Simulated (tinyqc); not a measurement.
What moves the results: Gamma, L and X subbands of a thin body with non-parabolic valleys. A value that a table varies takes the place of the one given here.

Hard walls, flat band, c = hbar^2/2m0, energies from the bulk Gamma edge. For a valley at angle theta to the normal 1/m_z = cos^2/ml + sin^2/mt and m_d = sqrt(ml mt^2/m_z). Subband n starts at E_v + e with e (1 + a e) = c (n pi/t)^2/m_z, and its density-of-states mass is taken as m_d (1 + 2 a e), without further growth at higher in-plane energy. Groups are named by valley and degeneracy.

n_i = g m/(2 pi c) kB T ln(1 + exp((EF - E_i)/kB T)), sum n_i = Ns (1e12/cm^2 = 1e-4/angstrom^2), c = hbar^2/2m0. Quantum capacitance Cq = 1602.176634 sum g m/(2 pi c) f_i in microfarad/cm^2 with f_i = 1/(1 + exp((E_i - EF)/kB T)); Cox = 34.5313/eot (one gate); C/Cox = Cq/(Cq + Cox), the centroid term left out.

Constants: hbar^2/2m0 = 3.80998211 eV angstrom^2; kB = 8.617333262e-05 eV/K.

Parameters, chosen for this exercise (near those of a thin InP channel; shifted at random, so the results belong to these values and not to a real crystal): face = 100 (surface); mG = 0.0786 m0 (Gamma mass); aG = 0.6 1/eV (Gamma non-parabolicity); EL = 0.554 eV (L edge above Gamma); mL = (1.607, 0.102) m0 (L valleys (four, along <111>): ml, mt); EX = 0.953 eV (X edge above Gamma); mX = (0.857, 0.276) m0 (X valleys (three, along <100>): ml, mt); aS = 0.66 1/eV (non-parabolicity of L and X); Ns = 8.3 x 1e12/cm^2 (sheet density); T = 300 K (temperature); eot = 10 angstrom (equivalent oxide thickness); ts = (18, 24, 30, 40, 55, 75, 110) angstrom (thicknesses); t = 30 angstrom (body thickness); Nl = (0.5, 1, 2, 4, 7, 11, 16) x 1e12/cm^2 (sheet densities).

## Thinning the body

Lowest edge of each valley type, the lowest group, the Gamma share and C/Cox, with n = 1 to 8 of all groups.

Results:

| t (angstrom) | Gamma (eV) | L (eV) | X (eV) | lowest | Gamma share (%) | C/Cox |
|---|---|---|---|---|---|---|
| 18 | 0.943 | 1.123 | 1.078 | G1 | 80.7 | 0.855 |
| 24 | 0.608 | 0.910 | 1.026 | G1 | 99.4 | 0.731 |
| 30 | 0.424 | 0.797 | 1.000 | G1 | 99.9 | 0.698 |
| 40 | 0.259 | 0.699 | 0.980 | G1 | 100.0 | 0.666 |
| 55 | 0.145 | 0.634 | 0.967 | G1 | 100.0 | 0.644 |
| 75 | 0.081 | 0.598 | 0.961 | G1 | 100.0 | 0.729 |
| 110 | 0.039 | 0.575 | 0.957 | G1 | 100.0 | 0.767 |

From 110 down to 18 angstrom Gamma rises by 0.90 eV, L by 0.55 and X by 0.12 eV, the light Gamma mass moving most. G1 stays lowest throughout. The Gamma share goes from 100 % to 81 %. C/Cox is 0.77 and 0.86 at the ends and lies between 0.64 and 0.86. Hard walls overstate the rise in the thinnest rows.

## Raising the sheet density

Fixed thickness, n = 1 to 8 of all groups; the gate overdrive above the lowest edge is (EF - E_lowest)/e + 0.1602177 Ns/Cox in volts.

Results:

| Ns (1e12/cm^2) | EF - lowest (eV) | Gamma share (%) | Cq | C/Cox | overdrive (V) |
|---|---|---|---|---|---|
| 0.5 | -0.019 | 100.0 | 2.57 | 0.426 | 0.004 |
| 1.0 | 0.004 | 100.0 | 4.30 | 0.555 | 0.051 |
| 2.0 | 0.034 | 100.0 | 6.27 | 0.645 | 0.127 |
| 4.0 | 0.080 | 100.0 | 7.59 | 0.687 | 0.265 |
| 7.0 | 0.141 | 100.0 | 7.92 | 0.696 | 0.466 |
| 11.0 | 0.221 | 99.5 | 8.26 | 0.705 | 0.731 |
| 16.0 | 0.300 | 93.0 | 14.68 | 0.810 | 1.043 |

The lowest subband is G1 n=1. At the highest density band filling takes 0.300 V of the 1.043 V overdrive. Cq grows from 2.6 to 14.7 microfarad/cm^2 while EF moves from -0.019 to +0.300 eV against the lowest edge; the Gamma share stays within 93 to 100 %.

## What each parameter does

n = 1 to 8 of all groups. Each row changes one parameter from the base and keeps the others.

Results:

| case | lowest edge (eV) | EF (eV) | Gamma share (%) | C/Cox |
|---|---|---|---|---|
| base | 0.424 | 0.591 | 99.9 | 0.698 |
| t = 38 angstrom | 0.283 | 0.472 | 100.0 | 0.671 |
| mG = 0.0904 m0 | 0.377 | 0.528 | 100.0 | 0.717 |
| aG = 0.42 1/eV | 0.447 | 0.630 | 99.6 | 0.682 |
| EL = 0.604 eV | 0.424 | 0.591 | 100.0 | 0.697 |
| Ns = 12.5 x 1e12/cm^2 | 0.424 | 0.673 | 98.7 | 0.721 |
| eot = 8 angstrom | 0.424 | 0.591 | 99.9 | 0.649 |
| T = 250 K | 0.424 | 0.591 | 100.0 | 0.697 |

The largest shifts from the base row, up to three for each result and ties (the steps differ in size, so this ranks the rows, not the parameters). lowest edge (eV): t -0.141, mG -0.047, aG +0.024; unchanged at the printed digits by EL, Ns, eot and T. EF (eV): t -0.119, Ns +0.082, mG -0.063; unchanged at the printed digits by EL, eot and T. Gamma share (%): Ns -1.2, aG -0.3, mG +0.1, EL +0.1, T +0.1, t +0.1; unchanged at the printed digits by eot. C/Cox: eot -0.049, t -0.026, Ns +0.023.

Computed by tinyqc, a small Python program: `OMP_NUM_THREADS=1 python tinyqc.py 1250163 1250164 out.jsonl` (the numbers bound the seed that draws the inputs); one thread of a shared host (Intel(R) Xeon(R) Processor @ 2.30GHz), about 0.02 s for the whole set of steps.
